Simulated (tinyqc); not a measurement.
Valley-orbit splitting of a donor ground state, with strain. Changing the temperature T. Computed by tinyqc, a small Python program. Command: `OMP_NUM_THREADS=1 python tinyqc.py 3030098 3030099 out.jsonl valleyorbit sweep`. One thread of a shared host (Intel(R) Xeon(R) Processor @ 2.30GHz), about 0.01 s of CPU time with the checks.

The basis is the 1s envelope in each valley; energies are counted from the unstrained conduction-band edge. The strain is e_s (a a^T - 1/3) for the unit stress axis a, so valley j along n_j moves by Xi_u e_s w_j with w_j = (n_j.a)^2 - 1/3: +2/3 for [111], -2/9 for the others.

Inputs (values chosen for the exercise, modelled on donors in germanium):
```
quantity                                    value   unit
single-valley binding energy E_0             9.91    meV
central-cell shift Lambda                    0.36    meV
coupling Delta_1                              1.1    meV
shear deformation potential Xi_u             15.5     eV
shear strain e_s                           0.0016      -
donor density N_D                         4.3e+15  cm^-3
density-of-states mass of one valley m_e    0.216    m_0
```

Valleys: four along <111>. Stress axis: [111].

Constants: k_B = 8.617333262e-05 eV/K; m_0 = 9.1093837015e-31 kg; k_B = 1.380649e-23 J/K; h = 6.62607015e-34 J s.

Method. H_jj = -(E_0 + Lambda) + Xi_u e_s w_j; H_jk = -Delta_1 between any two valleys. z = sum over levels of exp(-(E - E_ground)/k_B T), the ground-state share being 1/z; N_c = 2 (2 pi m_e k_B T/h^2)^(3/2) sum_j exp(-(shift_j - lowest shift)/k_B T); n1 = N_c/(2 z) exp(-binding/k_B T), binding = lowest shift - E_ground; without compensation n = 2 N_D/(1 + sqrt(1 + 4 N_D/n1)) (Boltzmann statistics; p and higher states left out).

One run for each value:
```
temperature T (K)  partition sum z  share of neutral donors in the ground state  free electrons n (cm^-3)
10                           1.037                                       0.9647                 6.451e+12
15                           1.139                                       0.8781                 9.478e+13
23                           1.351                                       0.7402                 6.132e+14
36                           1.658                                       0.6030                 1.952e+15
55                           1.972                                       0.5072                 3.279e+15
130                          2.582                                       0.3873                 4.177e+15
200                          2.878                                       0.3475                 4.252e+15
300                          3.137                                       0.3188                 4.278e+15
```

Give the missing row, temperature T (K) = 84.

Computed row:
```
temperature T (K)  partition sum z  share of neutral donors in the ground state  free electrons n (cm^-3)
84                           2.276                                       0.4394                 3.944e+15
```

Interpolating between the two neighbouring rows (the first column on a logarithmic scale, the others too where they are positive) misses most in free electrons n (cm^-3), by 6.3 %. Over the rows, partition sum z rises from 1.04 to 3.14 (exponent d ln y / d ln x 0.23 between the first rows and 0.21 between the last); share of neutral donors in the ground state falls from 0.965 to 0.319 (exponent d ln y / d ln x -0.23 between the first rows and -0.21 between the last); free electrons n (cm^-3) rises from 6.45e12 to 4.28e15 (exponent d ln y / d ln x 6.6 between the first rows and 0.015 between the last).

Caution (rows 55.0, 84.0, 130, 200, 300): k_B T exceeds a third of E_0, so the p and higher states, left out, hold part of the bound electrons.
